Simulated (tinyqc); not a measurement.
## Small-signal admittance of a forward-biased p+-n diode: effect of the excess hole density at the junction edge

Holes injected into a neutral base of width wb with an ohmic contact at its end; low injection, p0 far above the equilibrium density. A small voltage v exp(i w t), w = 2 pi f, modulates the edge density by p0 v/Vt, and the small-signal density obeys Dp d2p/dx2 = (1/tau + i w) p.

L = sqrt(Dp tau); direct current J = (q Dp p0/L) coth(wb/L); k = sqrt(1 + i w tau)/L; diffusion admittance Y = (q Dp p0/Vt) k coth(k wb) = G + i w C_diff; junction capacitance C_j = sqrt(q eps0 eps_r Nd/(2 Vr)) in the depletion approximation, with the remaining barrier Vr = Vt ln(Na/p0), a rough value under forward bias; base-width modulation is left out. Measured admittance 1/[Rs + 1/(Y + i w C_j)].

Inputs (values chosen for the exercise); permittivity close to that of germanium: temperature T = 350 K; relative permittivity eps_r = 16; donor density of the base Nd = 1.6e17 cm^-3; hole diffusion coefficient Dp = 46 cm^2/s; hole lifetime tau = 7e-9 s; width of the neutral base wb = 0.57 um; acceptor density of the p+ side Na = 1e19 cm^-3; series resistance Rs = 0.00034 ohm cm^2; signal frequency f = 1.8e8 Hz.

Constants: q = 1.602176634e-19 C, kB = 1.380649e-23 J/K, Vt = kB T/q, eps0 = 8.8541878128e-14 F/cm where lengths are in cm. Results are converted to the units shown.

The same in every row: w tau = 7.9168.

Results:
columns A: p0 (cm^-3); B: G (S/cm^2); C: C_diff (uF/cm^2); D: C_j (uF/cm^2); E: measured G (S/cm^2); F: measured C (uF/cm^2); G: phase of the measured Y (degrees)
```
A            B          C        D       E          F         G
2e10  0.086040  2.0158e-6  0.17337  13.099    0.17259    86.161
2e11   0.86040  2.0158e-5  0.18428  15.546    0.18328    85.711
2e12    8.6040  2.0158e-4  0.19756  25.343    0.19549    83.461
2e14    860.40   0.020158  0.23589  678.80    0.15238    14.245
2e15    8604.0    0.20158  0.26587  2193.5   0.030274   0.89428
2e16     86040     2.0158  0.31125  2844.0  0.0025402  0.057878
```

Estimate the missing row, p0 = 2e13 cm^-3.

Computed row:
columns A: p0 (cm^-3); B: G (S/cm^2); C: C_diff (uF/cm^2); D: C_j (uF/cm^2); E: measured G (S/cm^2); F: measured C (uF/cm^2); G: phase of the measured Y (degrees)
```
A          B          C        D       E        F       G
2e13  86.040  0.0020158  0.21419  102.12  0.20277  65.997
```

With this row back in the table: As p0 goes from 2e10 to 2e16, G rises from 0.0860 to 86000 S/cm^2, C_diff rises from 2.02e-6 to 2.02 uF/cm^2 and the measured C goes from 0.173 through a maximum of 0.203 (at p0 = 2e13 among the rows listed) to 0.00254 uF/cm^2. C_diff exceeds C_j for p0 = 2e16. At low w the measured C is (C_diff + C_j)/(1 + G Rs)^2, which falls once G Rs nears 1.

Program tinyqc, `OMP_NUM_THREADS=1 python tinyqc.py 2890118 2890119 out.jsonl`; Intel Xeon 2.30GHz, shared host, one thread, about 0.01 s.
